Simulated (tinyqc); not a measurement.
Hydrostatic strain: sp3s* tight binding, strained.

sp3s* tight binding, nearest neighbours only: anion (a) at 0, cation (c) at a/4 (1,1,1), orbitals s, px, py, pz, s* on each; k in units of 2 pi/a. With phases e_j = exp(i (pi/2) k.n_j) for n = (1,1,1), (1,-1,-1), (-1,1,-1), (-1,-1,1): g0 = (e1+e2+e3+e4)/4, g1 = (e1+e2-e3-e4)/4, g2 = (e1-e2+e3-e4)/4, g3 = (e1-e2-e3+e4)/4. The diagonal holds the levels Esa, Epa, Exa (s*) and Esc, Epc, Exc. Anion-cation block: <sa|sc> = Vss g0; <sa|xc> = Vsapc g1; <xa|sc> = -Vscpa g1; <xa|xc> = Vxx g0; <xa|yc> = <ya|xc> = Vxy g3, <xa|zc> = <za|xc> = Vxy g2, <ya|zc> = <za|yc> = Vxy g1; <s*a|xc> = Vxapc g1; <xa|s*c> = -Vpaxc g1; y and z take g2 and g3 in place of g1; s-s* and s*-s* vanish.

Strain e moves each bond vector to d = (1 + e) d0 (no internal displacement for the diagonal strains used here) and k is given in fractions of the strained reciprocal cell, so the phases stay. Two-centre values Vss_sigma = Vss/4, Vsp_sigma = sqrt3 V/4 for each s-p and s*-p pair, Vpp_sigma = (Vxx + 2 Vxy)/4, Vpp_pi = (Vxx - Vxy)/4 are scaled by (d0/d)^eta and combined with the new direction cosines; the levels on the diagonal stay.

Inputs chosen for the exercise (near a published set for Si, fitted to gaps, whose masses and valley positions are rough; shifted at random, so the results belong to these values and not to a real crystal):
```
symbol  value   unit  meaning
Esa     -4.209  eV    s level of the anion
Epa     1.716   eV    p level of the anion
Esc     -4.209  eV    s level of the cation
Epc     1.716   eV    p level of the cation
Exa     6.686   eV    s* level of the anion
Exc     6.686   eV    s* level of the cation
Vss     -8.277  eV    s-s
Vxx     1.72    eV    px-px
Vxy     4.566   eV    px-py
Vsapc   5.735   eV    s anion, p cation
Vscpa   5.735   eV    s cation, p anion
Vxapc   5.388   eV    s* anion, p cation
Vpaxc   5.388   eV    p anion, s* cation
eta     2             scaling exponent
```

exx = eyy = ezz = e. Gaps as measured from the top of the valence band; the deformation potentials are (gap(0.01) - gap(-0.01))/0.06.

Gaps (eV):
```
e       Gamma   Delta       L  x of the minimum
-0.03  3.6561  1.1885  2.5307             0.721
-0.02  3.5818  1.1826  2.5212             0.724
-0.01  3.5098  1.1765  2.5116             0.728
0.00   3.4400  1.1702  2.4882             0.732
0.01   3.3722  1.1637  2.3857             0.735
0.02   3.3064  1.1571  2.2861             0.739
0.03   3.2425  1.1502  2.1892             0.743
```

gap deformation potentials (eV): Gamma -2.294, Delta -0.213, L -2.098

What does the comparison show, and why?

Per unit of volume strain the gaps move by -2.29 (Gamma), -0.21 (Delta) and -2.10 eV (L). The lowest valley stays the Delta line over the range. These potentials follow from the one exponent eta, which fitted models replace by one for each integral; with it the sizes are rough, the sign for Delta can be wrong (in Si, Ge and the III-V crystals measured values are small and positive), and the pressures at which valleys cross, and which valley takes over, are rough too. A gap of zero, where one is listed, marks an s level that has sunk below the valence top.

Run: tinyqc, `OMP_NUM_THREADS=1 python tinyqc.py 1452658 1452659 out.jsonl`; Intel(R) Xeon(R) Processor @ 2.30GHz, one thread, shared host; about 0.1 s of CPU time with all checks.
